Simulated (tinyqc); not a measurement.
Undoped symmetric double-gate MOSFET, analytic potential model: two steps of the calculation.

An undoped body of thickness ts between two equal insulators and tied gates; long channel, electrons only, n = ni exp((psi - V)/Vt) with V the quasi-Fermi potential (0 at the source, Vd at the drain), constant mobility, no quantisation. Across the body psi(x) = V - 2 Vt ln[(ts/(2 beta)) sqrt(q ni/(2 eps0 eps_r Vt)) cos(2 beta x/ts)], x from the centre. Q is the electron charge per area of the whole body.

Inputs (values chosen for the exercise); material values those of a made-up semiconductor: temperature T = 400 K; band gap Eg = 1.01 eV; relative permittivity of the semiconductor eps_r = 12.8; conduction-band density of states at T Nc = 4.6e19 cm^-3; valence-band density of states at T Nv = 5.05e19 cm^-3; relative permittivity of the gate insulator eox = 8.68; insulator thickness tox = 6.2 nm; body thickness ts = 15 nm; gate work function less that of the intrinsic body dphi = -0.1 V; gate voltage Vg = 0.8 V.

Constants: q = 1.602176634e-19 C, kB = 1.380649e-23 J/K, Vt = kB T/q, eps0 = 8.8541878128e-14 F/cm where lengths are in cm. Results are converted to the units shown.

Question 1. Constants of the body. ni = sqrt(Nc Nv) exp(-Eg/(2 Vt)), Eg in volts; r = eps_r tox/(eox ts); V0 = dphi + 2 Vt ln[(2/ts) sqrt(2 eps0 eps_r Vt/(q ni))].

Give: ni; r; V0.

Answer 1.

ni = 2.0908e13 cm^-3
r = 0.60952
V0 = 0.26650 V

Question 2. beta at the source by Newton steps. With V = 0: f = ln(beta) - ln(cos beta) + 2 r beta tan(beta) - (Vg - V0)/(2 Vt); f' = 1/beta + tan(beta) + 2 r [tan(beta) + beta/cos^2(beta)]; beta(new) = beta - f/f'.

beta at the start = 1.4
r = 0.60952381
V0 = 0.26649899 V

Give: f; f'; beta after iteration 1.

Answer 2.

f = 4.2649
f' = 72.657
beta after iteration 1 = 1.3413

Program tinyqc, `OMP_NUM_THREADS=1 python tinyqc.py 2440032 2440033 out.jsonl`; Intel Xeon 2.30GHz, shared host, one thread, about 0.01 s.
